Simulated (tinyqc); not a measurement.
From results back to parameters: effective mass of the light-hole band from tabulated energies. Five cases, with inputs chosen for the exercise.

Problem. A band follows E (1 + alpha E) = c k^2/m, c = hbar^2/2m0. Its energies at two wave vectors are given.

Constants: hbar^2/2m0 = 3.80998211 eV angstrom^2.
Find: y = c k^2/E; m; alpha.
Method. y = m + m alpha E is a straight line through the two points.

Case 1.

Values chosen (out of a larger set: band of an eight-band Kane model near InAs; not measured data): k12 = (0.0108, 0.0288) 1/angstrom (two wave vectors).

energies (meV): 16.06858  90.12553

Solution.

y = c k^2/E (m0): 0.02766  0.03506
m = 0.0260 m0
alpha = 3.84 1/eV

Case 2.

Values chosen (out of a larger set: band of an eight-band Kane model near CdTe; not measured data): k12 = (0.0189, 0.0504) 1/angstrom (two wave vectors).

energies (meV): 11.71582  78.42424

Solution.

y = c k^2/E (m0): 0.11616  0.12341
m = 0.1149 m0
alpha = 0.94 1/eV

Case 3.

Values chosen (out of a larger set: band of an eight-band Kane model near GaAs; not measured data): k12 = (0.0198, 0.0528) 1/angstrom (two wave vectors).

energies (meV): 18.07543  107.24130

Solution.

y = c k^2/E (m0): 0.08264  0.09904
m = 0.0793 m0
alpha = 2.32 1/eV

Case 4.

Values chosen (out of a larger set: band of an eight-band Kane model near Ge; not measured data): k12 = (0.0111, 0.0296) 1/angstrom (two wave vectors).

energies (meV): 10.05004  63.66024

Solution.

y = c k^2/E (m0): 0.04671  0.05244
m = 0.0456 m0
alpha = 2.34 1/eV

Case 5.

Values chosen (out of a larger set: band of an eight-band Kane model near InAs; not measured data): k12 = (0.0099, 0.0264) 1/angstrom (two wave vectors).

energies (meV): 13.63927  79.16301

Solution.

y = c k^2/E (m0): 0.02738  0.03354
m = 0.0261 m0
alpha = 3.61 1/eV

Computed by tinyqc, one run a case: `OMP_NUM_THREADS=1 python tinyqc.py N N+1 out.jsonl` with N = 1880105, 1880144, 1880157, 1880170, 1880217; one thread of a shared Intel(R) Xeon(R) Processor @ 2.30GHz, about 0.01 s a run at most.
